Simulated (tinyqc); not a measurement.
Worked calculation: solubility, supersaturation, precipitation and gettering of an impurity in a silicon-like host. Computed by tinyqc, a small Python program that keeps every step. Command: `OMP_NUM_THREADS=1 python tinyqc.py 3013615 3013616 out.jsonl ripen walk`. One thread of a shared host (Intel(R) Xeon(R) Processor @ 2.30GHz), about 0.01 s of CPU time with the checks. Intermediate numbers are printed to about 6 digits and carried at full precision; extremes and crossings named in words are read from the listed rows.

The wafer was saturated at T1 and is then held at T.

Inputs (values chosen for the exercise, modelled on copper in silicon):

| quantity | value | unit |
|---|---|---|
| site density N0 | 5e+22 | 1/cm^3 |
| enthalpy of solution H | 1.52 | eV |
| entropy of solution S | 2.5 | k_B |
| diffusion prefactor D0 | 0.0048 | cm^2/s |
| migration energy Q | 0.438 | eV |
| temperature of saturation T1 | 1275 | K |
| anneal temperature T | 1037 | K |
| sink density n | 1.2e+08 | 1/cm^3 |
| initial sink radius r0 | 3.6 | nm |
| impurity density in the precipitate C_p | 3.2e+22 | 1/cm^3 |
| interface energy gamma | 0.42 | J/m^2 |
| anneal time t | 6.3 | s |
| wafer thickness w | 775 | micrometre |

Gettering: relaxation gettering at sinks.

Constants: k_B = 8.617333262e-05 eV/K; k_B = 1.380649e-23 J/K.

## Solubility, diffusivity, supersaturation

C_eq(T) = N0 exp(S/k_B - H/(k_B T)); D(T) = D0 exp(-Q/(k_B T)); C0 = C_eq(T1). Supersaturation s = C0/C_eq(T); critical radius r* = 2 gamma/(C_p k_B T ln s); barrier W* = (4 pi/3) gamma r*^2. Strain energy is left out.

C0 = 5.97723e+17 1/cm^3

C_eq(T) = 2.49786e+16 1/cm^3

D(T) = 3.56927e-05 cm^2/s

supersaturation s = 23.9294

critical radius r* = 0.577442 nm

W*/(k_B T) = 40.9725

Sinks of radius r0 are above r* and grow.

## Ham's law for sinks of fixed radius

tau0 = 1/(4 pi n r0 D); C_fixed(t) = C_eq + (C0 - C_eq) exp(-t/tau0). If all excess precipitates, the final radius is r_f = [r0^3 + 3 (C0 - C_eq)/(4 pi n C_p)]^(1/3), with tau_f = 1/(4 pi n r_f D).

tau0 = 51.6092 s

C_fixed(t) = 5.31906e+17 1/cm^3

final radius r_f = 328.988 nm

tau_f = 0.564741 s

The sinks grow 91.4 times, so the fixed radius underrates the later rate.

## Growing precipitates

Growing sinks: with y = r/r_f and y0 = r0/r_f, dy/dt = (1 - y^3)/(3 tau_f y), which integrates to t/tau_f = F(y) - F(y0), F(y) = (1/2) ln[(1 + y + y^2)/(1 - y)^2] - sqrt(3) arctan[(2y + 1)/sqrt(3)]; the share of the excess left is (1 - y^3)/(1 - y0^3), and C(t) = C_eq + (C0 - C_eq) x share.

radius at t = 328.985 nm

share of the excess left = 2.99877e-05

C(t) with growing sinks = 2.49957e+16 1/cm^3

100.0 % of the excess has precipitated.

## Denuded zone

Near a surface held at C_eq(T) the excess decays by out-diffusion over sqrt(D t) and by capture over L_s = sqrt(D tau_f) = (4 pi n r_f)^(-1/2); the shorter length sets the depth from which the surface draws.

sqrt(D t) = 149.955 micrometre

capture length L_s = 44.8967 micrometre

L_s/w = 0.0579312

The sinks catch the impurity before it reaches a surface, except within L_s of it.

## The best anneal temperature for the time t

C_eq(T) = N0 exp(S/k_B - H/(k_B T)); D(T) = D0 exp(-Q/(k_B T)); C0 = C_eq(T1). r_f = [r0^3 + 3 (C0 - C_eq)/(4 pi n C_p)]^(1/3), tau_f = 1/(4 pi n r_f D).

Dissolved share after t:

| T (K) | C_eq/C0 | tau_f (s) | C(t)/C0 |
|---|---|---|---|
| 574 | 4.59676e-08 | 29.0196 | 0.946651 |
| 663 | 2.84422e-06 | 8.8400 | 0.727984 |
| 765 | 9.87482e-05 | 3.1808 | 0.262889 |
| 867 | 1.48802e-03 | 1.4564 | 0.028929 |
| 969 | 1.26669e-02 | 0.7887 | 0.013370 |
| 1071 | 7.17100e-02 | 0.4885 | 0.071715 |
| 1160 | 2.53722e-01 | 0.3650 | 0.253722 |
| 1224 | 5.61899e-01 | 0.3467 | 0.561899 |

The lowest dissolved share among these rows is 0.013 at 969 K. Above it solubility sets the floor; below it diffusion is too slow for this time. Solubility falls with H = 1.52 eV and diffusion with Q = 0.438 eV.

Checks made by the program: radius against numerical integration (relative difference below 1e-10).
